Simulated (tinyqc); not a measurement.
Carrier lifetime of an n-type layer with SRH, radiative, Auger and surface recombination: two steps of the calculation.

Uniform excess density dn = dp (no trapping), n = n0 + dn, p = p0 + dn, Boltzmann statistics, full ionisation. Surfaces enter as a rate 2 S dn/d, which holds while diffusion to them is fast.

Parameters, values chosen for the exercise; band and dielectric values those of a made-up semiconductor: temperature T = 300 K; band gap Eg = 1.15 eV; conduction-band density of states at T Nc = 2.84e19 cm^-3; valence-band density of states at T Nv = 2.14e19 cm^-3; radiative coefficient B = 4.63e-15 cm^3/s; donor density N = 1e15 cm^-3; Auger coefficient (two electrons) Cn = 3.4e-31 cm^6/s; Auger coefficient (two holes) Cp = 1.1e-31 cm^6/s; trap density Nt = 1.9e13 cm^-3; capture cross-section for electrons sn = 6e-15 cm^2; capture cross-section for holes sp = 8e-16 cm^2; thermal velocity (both carriers) vth = 2.3e7 cm/s; trap level below the conduction band Et = 0.93 eV; surface recombination velocity (both faces) S = 20 cm/s; sample thickness d = 300 um; generation rate G = 2.1e21 cm^-3 s^-1.

Constants: q = 1.602176634e-19 C, kB = 1.380649e-23 J/K, Vt = kB T/q. Results are converted to the units shown.

Problem 1. Equilibrium densities and SRH constants. ni = sqrt(Nc Nv) exp(-Eg/(2 Vt)), Eg in volts; majority density N/2 + sqrt(N^2/4 + ni^2), n0 p0 = ni^2; n1 = Nc exp(-Et/Vt), p1 = Nv exp((Et - Eg)/Vt); tn0 = 1/(sn vth Nt), tp0 = 1/(sp vth Nt).

Give: ni; n0; p0; n1; p1; tn0; tp0.

Solution 1.

ni = 5.399e9 cm^-3
n0 = 1.000e15 cm^-3
p0 = 2.915e4 cm^-3
n1 = 6761 cm^-3
p1 = 4.311e15 cm^-3
tn0 = 3.814e-7 s
tp0 = 2.860e-6 s

Problem 2. New dn. With e = n p - ni^2 = dn (n0 + p0 + dn): U_SRH = e/(tp0 (n + n1) + tn0 (p + p1)), U_rad = B e, U_Aug = (Cn n + Cp p) e, U_s = 2 S dn/d. Newton step on ln U(ln dn) = ln G, U the sum: k = d ln U/d ln dn (central difference over factors 1.0001), dn(new) = dn (G/U)^(1/k).

dn after iteration 1 = 7.0027021e15 cm^-3
n0 = 1.0000000e15 cm^-3
p0 = 29146.231 cm^-3
n1 = 6760.9226 cm^-3
p1 = 4.3109843e15 cm^-3
tn0 = 3.8138825e-7 s
tp0 = 2.8604119e-6 s

Find: U_SRH; U_rad; U_Aug; U_s; k; dn after iteration 2.

Solution 2.

U_SRH = 2.0599e21 cm^-3 s^-1
U_rad = 2.5947e17 cm^-3 s^-1
U_Aug = 1.9565e17 cm^-3 s^-1
U_s = 9.3369e18 cm^-3 s^-1
k = 1.0407
dn after iteration 2 = 7.1013e15 cm^-3

tinyqc, about 0.01 s, one thread, Intel Xeon 2.30GHz (shared host): `OMP_NUM_THREADS=1 python tinyqc.py 2300014 2300015 out.jsonl`
